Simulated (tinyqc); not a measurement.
Which roughness does what: X-ray reflectivity of a thin film on silicon: critical angles, Parratt recursion, fringes and roughness. Computed by tinyqc, a small Python program. Command: `OMP_NUM_THREADS=1 python tinyqc.py 3120159 3120160 out.jsonl xrr walk`. One thread of a shared host (Intel(R) Xeon(R) Processor @ 2.30GHz), about 0.01 s of CPU time with the checks.

n = 1 - delta + i beta; the classical electron radius is r_e = 2.8179403e-6 nm. Layer 0 is vacuum, 1 the film, 2 the substrate.

Inputs (values chosen for the exercise, modelled on ruthenium on silicon, copper K-alpha radiation):
```
quantity                                        value     unit
wavelength lambda                             0.15406       nm
film density rho                                 12.1   g/cm^3
effective electrons per unit mass, film         0.434    mol/g
beta/delta, film                                0.091        -
film thickness d                                 11.9       nm
roughness of the surface sigma_1                 0.66       nm
roughness of the interface sigma_2               0.41       nm
substrate density                                2.33   g/cm^3
effective electrons per unit mass, substrate    0.507    mol/g
beta/delta, substrate                           0.023        -
grazing angle theta                              2.36  degrees
```

Constants: N_A = 6.02214076e+23 1/mol.

Method:
- delta = r_e lambda^2 rho_e/(2 pi), rho_e = density x electrons per mass x N_A; critical angle sqrt(2 delta), q_c = 4 sqrt(pi r_e rho_e).
- k_j = (2 pi/lambda) sqrt(sin^2 theta - 2 delta_j + 2 i beta_j); r_ij = (k_i - k_j)/(k_i + k_j) x exp(-2 k_i k_j sigma^2) (Nevot-Croce); r = (r_01 + r_12 p)/(1 + r_01 r_12 p), p = exp(2 i k_1 d); R = |r|^2.
- Far above the critical angle the period is d theta = lambda/(2 d), or 2 pi/d in q; the envelope runs between (|r_01| - |r_12 p|)^2 and (|r_01| + |r_12 p|)^2; contrast = 2 a b/(a^2 + b^2) with a = |r_01|, b = |r_12 p|; roughness factors on the amplitudes are about exp(-q^2 sigma^2/2).
- R is averaged over one period above each angle (64 points); contrast = (max - min)/(max + min) of R theta^4 over that period. Cases: smooth; only sigma_1; only sigma_2; both.

period in theta = 0.370882 degrees

Constants:
```
layer      rho_e (1/nm^3)        delta         beta  critical angle (degrees)  q_c (1/nm)
film              3162.47  3.36634e-05  3.06337e-06                  0.470128    0.669289
substrate          711.40  7.57263e-06  1.74170e-07                  0.222977    0.317437
```

Mean R and contrast:
```
theta (degrees)   R smooth  contrast  R, sigma_1  contrast, sigma_1  R, sigma_2  contrast, sigma_2     R, both  contrast, both
0.8              0.0057301   0.89976  3.5673e-03            0.98391  5.3601e-03            0.84690  3.1874e-03         0.95483
1.2              0.0013635   0.93987  6.3292e-04            0.97393  1.1785e-03            0.82380  4.3662e-04         0.99817
1.8              0.0003030   0.94506  1.1044e-04            0.49437  2.3091e-04            0.65799  3.4481e-05         0.81527
2.5              0.0000923   0.95209  3.3048e-05            0.13489  6.3850e-05            0.41952  3.1568e-06         0.49996
3.5              0.0000282   0.95728  9.5034e-06            0.00697  1.7652e-05            0.15696  1.0735e-07         0.43797
```

What does the comparison show, and why?

At 2.5 degrees sigma_1 alone multiplies the mean R by 0.36 and sigma_2 alone by 0.69; the contrast goes from 0.95 (smooth) to 0.13 and 0.42.
